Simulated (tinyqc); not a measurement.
Long-channel MOSFET, surface-potential model: one step of the calculation.

n-channel transistor on a uniformly doped p-type body, gradual-channel approximation, constant mobility, Boltzmann statistics, full ionisation. Potentials are counted from the neutral body; V is the electron quasi-Fermi potential, Vsb at the source and Vsb + Vds at the drain. Charges are magnitudes per area.

Task. Inversion charge along the channel. The surface potential psi at channel potential V solves Vgs + Vsb - Vfb - psi = gamma sqrt(G), G = psi - Vt + Vt exp((psi - 2 phiF - V)/Vt). Charge sheet: Qi = Cox gamma [sqrt(G) - sqrt(psi - Vt)]. Pao-Sah: Qi = (Cox gamma/2) integral from 3 Vt to psi of exp((u - 2 phiF - V)/Vt)/sqrt(G(u, V)) du.

Values chosen for this exercise; material values close to those of silicon:
- T = 273 K (temperature)
- Vfb = -0.87 V (flat-band voltage)
- Vsb = 0.3 V (source-body reverse bias)
- Vgs = -0.01 V (gate-source voltage)

Constants: q = 1.602176634e-19 C, kB = 1.380649e-23 J/K, Vt = kB T/q. Results are converted to the units shown.

V, point 0 to 10 (V): [0.3, 0.42, 0.54, 0.66, 0.78, 0.9, 1.02, 1.14, 1.26, 1.38, 1.5]
phiF = 0.38250051 V
Cox = 0.67291827 uF/cm^2
gamma = 0.084885040 V^0.5

Find: psi; Qi, charge sheet; Qi, Pao-Sah.

Result.

psi, point 0 to 10 (V): [1.072, 1.073, 1.073, 1.073, 1.073, 1.073, 1.073, 1.073, 1.073, 1.073, 1.073]
Qi, charge sheet, point 0 to 10 (nC/cm^2): [0.8696, 0.005620, 3.425e-5, 2.086e-7, 1.271e-9, 7.740e-12, 4.715e-14, 2.872e-16, 1.749e-18, 1.066e-20, 6.491e-23]
Qi, Pao-Sah, point 0 to 10 (nC/cm^2): [0.8797, 0.005685, 3.464e-5, 2.110e-7, 1.285e-9, 7.830e-12, 4.770e-14, 2.905e-16, 1.770e-18, 1.078e-20, 6.566e-23]

At the source the charge-sheet charge is 1.1 % below the Pao-Sah one.

Program tinyqc, `OMP_NUM_THREADS=1 python tinyqc.py 2360014 2360015 out.jsonl`; Intel Xeon 2.30GHz, shared host, one thread, about 0.03 s.
